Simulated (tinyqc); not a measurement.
Closing and inverting the gap: three-level Kane dispersion of a narrow-gap semiconductor.

Zero of energy at Gamma8, c = hbar^2/2m0, P^2 = Ep c. The free-electron term and remote bands are left out, so the heavy holes are flat at E = 0 and the other three bands obey E (E - Eg)(E + Dso) = P^2 k^2 (E + 2 Dso/3). The conduction band is the highest root; its edge is Ec = max(Eg, 0).

Constants: hbar^2/2m0 = 3.80998211 eV angstrom^2.

Parameters, chosen for this exercise (out of a larger set: near those of grey Sn; not measured data): Dso = 0.81 eV (spin-orbit splitting); Ep = 23.2 eV (Kane energy); k = 0.014 1/angstrom (wave vector).

Eg is varied at fixed k, Dso and Ep. Edge mass: Eg (Eg + Dso)/(Ep (Eg + 2 Dso/3)) for Eg > 0, 3 |Eg|/(2 Ep) for Eg < 0. The Gamma6 weight of the conduction state is 1/(1 + P^2 k^2 [(2/3)/E^2 + (1/3)/(E + Dso)^2]).

Results:

| Eg (eV) | m0* | highest root (eV) | middle (eV) | lowest (eV) | E - Ec (meV) | Gamma6 weight |
|---|---|---|---|---|---|---|
| -0.400 | 0.02586 | 0.0275 | -0.4134 | -0.8241 | 27.5 | 0.061 |
| -0.200 | 0.01293 | 0.0479 | -0.2384 | -0.8195 | 47.9 | 0.165 |
| -0.080 | 0.00517 | 0.0768 | -0.1489 | -0.8180 | 76.8 | 0.337 |
| -0.020 | 0.00129 | 0.1009 | -0.1135 | -0.8174 | 100.9 | 0.467 |
| 0.020 | 0.00128 | 0.1214 | -0.0943 | -0.8170 | 101.4 | 0.558 |
| 0.080 | 0.00495 | 0.1587 | -0.0722 | -0.8165 | 78.7 | 0.683 |
| 0.200 | 0.01177 | 0.2514 | -0.0456 | -0.8158 | 51.4 | 0.842 |
| 0.400 | 0.02219 | 0.4314 | -0.0266 | -0.8148 | 31.4 | 0.938 |

What can be read from this table?

The edge mass vanishes with |Eg| from both sides, yet the kinetic energy at this k stays finite, at most 101.4 meV in the table; at Eg = 0 the two-level form, without the split-off band, gives the linear value sqrt(2/3) P k = 107.5 meV. The Gamma6 weight of the conduction state goes smoothly from 0.06 to 0.94 and is 0.47 and 0.56 in the two rows next to Eg = 0: at finite k nothing jumps at the inversion.

Computed by tinyqc, a small Python program: `OMP_NUM_THREADS=1 python tinyqc.py 1050635 1050636 out.jsonl` (the numbers bound the seed that draws the inputs); one thread of a shared host (Intel(R) Xeon(R) Processor @ 2.30GHz), about 0.01 s for the whole set of steps.
